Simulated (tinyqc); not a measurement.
The same stress in different states: Raman shift of the zone-centre optical phonon of a diamond-structure crystal under stress. Computed by tinyqc, a small Python program. Command: `OMP_NUM_THREADS=1 python tinyqc.py 3014109 3014110 out.jsonl ramanstress walk`. One thread of a shared host (Intel(R) Xeon(R) Processor @ 2.30GHz), about 0.01 s of CPU time with the checks.

Axes x, y, z are the cube axes. Strain shifts the threefold optical mode and can split it; p, q and r are the phonon deformation potentials.

Inputs (values chosen for the exercise, for a model crystal):
```
quantity,value,unit
unstrained frequency omega_0,574,1/cm
p/omega_0^2,-1.48,-
q/omega_0^2,-2.4,-
r/omega_0^2,-0.645,-
C11,224,GPa
C12,82.3,GPa
C44,106,GPa
stress sigma (tension positive),0.2,GPa
```

Stress state: uniaxial. Axis: [110].

Method:
- S11 = (C11 + C12)/D, S12 = -C12/D, D = (C11 - C12)(C11 + 2 C12), S44 = 1/C44.
- eps_xx = S11 sigma_xx + S12 (sigma_yy + sigma_zz), and cyclic; eps_xy = S44 sigma_xy/2 (tensor strain).
- Secular matrix: M_xx = p eps_xx + q (eps_yy + eps_zz), M_xy = 2 r eps_xy; its eigenvalues are omega^2 - omega_0^2, and the shifts are these over 2 omega_0.
- Uniaxial: sigma n n^T; biaxial: sigma (1 - n n^T); hydrostatic: sigma 1. The line seen from (001) is taken as unresolved, at the intensity-weighted shift M_zz/(2 omega_0).

S44 = 9.43396 1/TPa

S11 = 5.56256 1/TPa

S12 = -1.49461 1/TPa

Shifts (1/cm):
```
state,lowest,middle,highest,line seen from (001)
uniaxial [100],-0.43343,-0.43343,-0.06076,-0.43343
uniaxial [110],-0.43343,-0.42173,-0.07246,-0.43343
uniaxial [001],-0.43343,-0.43343,-0.06076,-0.06076
uniaxial [111],-0.54205,-0.19278,-0.19278,-0.30921
"biaxial, normal [001]",-0.86686,-0.49419,-0.49419,-0.86686
"biaxial, normal [111]",-0.73484,-0.73484,-0.38556,-0.61841
hydrostatic,-0.92762,-0.92762,-0.92762,-0.92762
```

What does the comparison show, and why?

Seen from (001), uniaxial stress along [100] and along [110] give the same shift (-0.433), and equal biaxial stress in the plane gives twice as much (-0.867), since only sigma_xx + sigma_yy and sigma_zz enter M_zz. Stress along [001] gives -0.061. One measured shift therefore fixes the stress only once its state is assumed: read as uniaxial in the plane, a shift implies twice the stress that it does read as biaxial.

Extremes, crossings and ranges named in words are read from the listed rows.
